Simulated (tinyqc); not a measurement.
Inside a calculation: band offset of a heterojunction with an interface dipole (two-band chains, self-consistent charge). Values are carried at full precision from step to step, so a last printed digit may differ when a step is redone from the rounded ones.

Sites alternate A, C. Left: A at -G1/2, C at +G1/2, hopping -t1; right: A at D - G2/2, C at D + G2/2, hopping -t2; the bonds across the two interfaces of a ring (C left to A right, C right to A left) have -sqrt(t1 t2). D is the offset of the mid-gaps, so Ev(right) - Ev(left) = D - (G2 - G1)/2 and Ec(right) - Ec(left) = D + (G2 - G1)/2. The closing bond has its sign reversed (antiperiodic ring). Half the levels are filled with two electrons each. The charge moved is q = (electrons on the left) less one a site; the mean over the two interfaces, q/2, is taken as the charge that crosses each, and its dipole opposes the offset: D = D0 - u q/2.

Parameters, chosen for this exercise (gaps near those of InGaAs and InP; the chains and D0 are free models, so the offsets are not those of the real pair; shifted at random, so the results belong to these values and not to a real crystal):

| symbol | value | unit | meaning |
|---|---|---|---|
| G1 | 0.78 | eV | gap on the left |
| G2 | 1.31 | eV | gap on the right |
| t1 | 2.68 | eV | hopping on the left |
| t2 | 2.78 | eV | hopping on the right |
| D0 | -0.27 | eV | mid-gap of the right side above that of the left, without dipole |
| n | 3 |  | cells a side in the small ring |
| u | 4.6 | eV | potential step per electron moved across |
| mx | 0.8 |  | mixing |

## The small ring at D = D0

Fill in H.

H (eV):
```
         AL1      CL1      AL2      CL2      AL3      CL3      AR1      CR1      AR2      CR2      AR3      CR3
AL1  -0.3900  -2.6800        0        0        0        0        0        0        0        0        0   2.7295
CL1  -2.6800   0.3900  -2.6800        0        0        0        0        0        0        0        0        0
AL2        0  -2.6800  -0.3900  -2.6800        0        0        0        0        0        0        0        0
CL2        0        0  -2.6800   0.3900  -2.6800        0        0        0        0        0        0        0
AL3        0        0        0  -2.6800  -0.3900  -2.6800        0        0        0        0        0        0
CL3        0        0        0        0  -2.6800   0.3900  -2.7295        0        0        0        0        0
AR1        0        0        0        0        0  -2.7295  -0.9250  -2.7800        0        0        0        0
CR1        0        0        0        0        0        0  -2.7800   0.3850  -2.7800        0        0        0
AR2        0        0        0        0        0        0        0  -2.7800  -0.9250  -2.7800        0        0
CR2        0        0        0        0        0        0        0        0  -2.7800   0.3850  -2.7800        0
AR3        0        0        0        0        0        0        0        0        0  -2.7800  -0.9250  -2.7800
CR3   2.7295        0        0        0        0        0        0        0        0        0  -2.7800   0.3850
```

## Levels and site charges

Diagonalise, fill the lower half with two electrons each, and sum the electrons on the left (L) less one a site.

levels (eV): -5.6104  -5.2982  -4.0834  -3.9649  -1.7559  -1.5165  1.3179  1.4306  3.7341  3.7923  5.1407  5.1936

electrons on the sites: AL1 1.1536, CL1 0.8235, AL2 1.1497, CL2 0.8237, AL3 1.1540, CL3 0.8064, AR1 1.2307, CR1 0.7923, AR2 1.2335, CR2 0.7922, AR3 1.2295, CR3 0.8110

q = -0.0892 electrons

Electrons move to the right, the side whose mid-gap lies lower.

## Self-consistent offset

From here on the ring has 24 cells a side.

Start at D = D0; D(out) = D0 - u q(D)/2; D(new) = D + mx (D(out) - D); stop when |D(out) - D| < 1e-7 eV.

Iterations:

| i | D (eV) | q | D(out) (eV) | D(out) - D |
|---|---|---|---|---|
| 0 | -0.27000 | -0.13946 | 0.05075 | 0.321 |
| 1 | -0.01340 | -0.00685 | -0.25424 | -0.241 |
| 2 | -0.20607 | -0.10600 | -0.02621 | 0.180 |
| 3 | -0.06218 | -0.03182 | -0.19682 | -0.135 |
| 4 | -0.16989 | -0.08723 | -0.06938 | 0.101 |
| 5 | -0.08948 | -0.04581 | -0.16463 | -0.0751 |
| 6 | -0.14960 | -0.07674 | -0.09350 | 0.0561 |
| 7 | -0.10472 | -0.05364 | -0.14664 | -0.0419 |
| 8 | -0.13825 | -0.07089 | -0.10695 | 0.0313 |
| ... | ... | ... | ... | ... |
| 48 | -0.12392 | -0.06351 | -0.12392 | 2.66e-07 |
| 49 | -0.12392 | -0.06351 | -0.12392 | -1.99e-07 |
| 50 | -0.12392 | -0.06351 | -0.12392 | 1.49e-07 |
| 51 | -0.12392 | -0.06351 | -0.12392 | -1.11e-07 |
| 52 | -0.12392 | -0.06351 | -0.12392 | 8.29e-08 |

D = -0.1239 eV

Converged at i = 52: the dipole removes 54 % of the starting offset.

## Linear response

chi = (q(+h) - q(-h))/(2h) at D = 0 with h = 0.01 eV; S = 1/(1 + u chi/2); linear estimate D = S D0.

chi = 0.51146 1/eV
S = 0.4595
linear estimate of D = -0.1241 eV

The self-consistent value is -0.1239 eV, +0.1 meV from the estimate. At D = 0 no net charge crosses: the mid-gaps are the neutrality levels of these symmetric chains.

## The line-up

Ev(right) - Ev(left) = D - (G2 - G1)/2 and Ec(right) - Ec(left) = D + (G2 - G1)/2, for D0, for the self-consistent D and for D = 0. Type I: the offsets have opposite signs; type III: one valence edge lies above the other conduction edge; else type II.

Offsets (eV):

| case | D | valence | conduction | type |
|---|---|---|---|---|
| no dipole | -0.270 | -0.535 | -0.005 | type II (staggered) |
| self-consistent | -0.124 | -0.389 | 0.141 | type I (straddling) |
| neutrality levels aligned | 0.000 | -0.265 | 0.265 | type I (straddling) |

The dipole changes the type of the junction.

## Checks

- q at D = 0 against zero, as particle-hole symmetry demands: both 0.000000.
- q at the self-consistent D on 24 against 48 cells a side: both -0.0635.

Program tinyqc; command `OMP_NUM_THREADS=1 python tinyqc.py 1451315 1451316 out.jsonl`; about 0.6 s on one thread of a shared Intel(R) Xeon(R) Processor @ 2.30GHz.
